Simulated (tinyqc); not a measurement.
What a measurement delay does to the time exponent: bias-temperature instability from a Gaussian distribution of capture and emission barriers. Computed by tinyqc, a small Python program. Command: `OMP_NUM_THREADS=1 python tinyqc.py 3016643 3016644 out.jsonl bti walk`. One thread of a shared host (Intel(R) Xeon(R) Processor @ 2.30GHz), about 0.01 s of CPU time with the checks.

Each trap has a capture time tau_0 exp(E_c/(k_B T)) under stress and an emission time tau_0 exp(E_e/(k_B T)) after it. E_c is Gaussian, and E_e = E_c + d with d Gaussian and independent. A trap counts as filled once t_s exceeds its capture time and as emptied once t_r exceeds its emission time.

Inputs (values chosen for the exercise, for a model p-channel transistor):

| quantity | value | unit |
|---|---|---|
| shift with all traps filled V_max | 86 | mV |
| mean capture barrier at zero field mu_c | 1.59 | eV |
| spread of capture barriers sigma_c | 0.37 | eV |
| lowering of mu_c per field k_F | 0.061 | eV/(MV/cm) |
| oxide field F | 8.2 | MV/cm |
| mean of E_e - E_c at the stress field, delta | -0.075 | eV |
| spread of E_e - E_c, sigma_d | 0.23 | eV |
| time constant tau_0 | 1e-09 | s |
| temperature T | 175 | C |
| stress time t_s | 600 | s |

Constants: k_B = 8.617333262e-05 eV/K.

Method:
- Demarcation energies E_s = k_B T ln(t_s/tau_0), E_r = k_B T ln(t_r/tau_0); mean barrier mu = mu_c - k_F F; z = (E_s - mu)/sigma_c; Phi is the standard normal distribution.
- Temperatures in kelvin are T(C) + 273.15.
- Shift without recovery dV0 = V_max Phi(z); local time exponent n = d ln dV0/d ln t_s = (k_B T/sigma_c) exp(-z^2/2)/(sqrt(2 pi) Phi(z)); apparent activation energy n E_s.
- Remaining shift dV = V_max int_(-infinity)^(E_s) g(E_c) [1 - Phi((E_r - E_c - delta)/sigma_d)] dE_c, g the Gaussian density of E_c (Gauss-Legendre, 120 points over 7 sigma_c below E_s).
- Columns: no delay, and delays of 1 us, 1 ms and 1 s.

mean barrier mu = 1.0898 eV

Shift (mV):

| t_s (s) | no delay | 1 us | 1 ms | 1 s |
|---|---|---|---|---|
| 1.00e+00 | 18.661 | 15.118 | 9.164 | 2.943 |
| 1.00e+01 | 25.273 | 21.633 | 14.768 | 5.916 |
| 1.00e+02 | 32.802 | 29.123 | 21.698 | 10.439 |
| 1.00e+03 | 40.894 | 37.201 | 29.493 | 16.413 |
| 1.00e+04 | 49.105 | 45.409 | 37.582 | 23.361 |
| 1.00e+05 | 56.973 | 53.276 | 45.408 | 30.597 |
| 1.00e+06 | 64.090 | 60.393 | 52.514 | 37.450 |
| 1.00e+07 | 70.168 | 66.471 | 58.589 | 43.436 |

What does the comparison show, and why?

Between 10 and 1000 s the apparent exponent is 0.104 without delay, 0.118 at 1 us, 0.150 at 1 ms and 0.222 at 1 s: a slow measurement loses more of a short stress than of a long one, which steepens the curve. Without delay the exponent falls from 0.132 to 0.039 over the table, so the growth is not a true power law. Caution: step-function filling and one Gaussian population are simplifications; real devices show several populations.
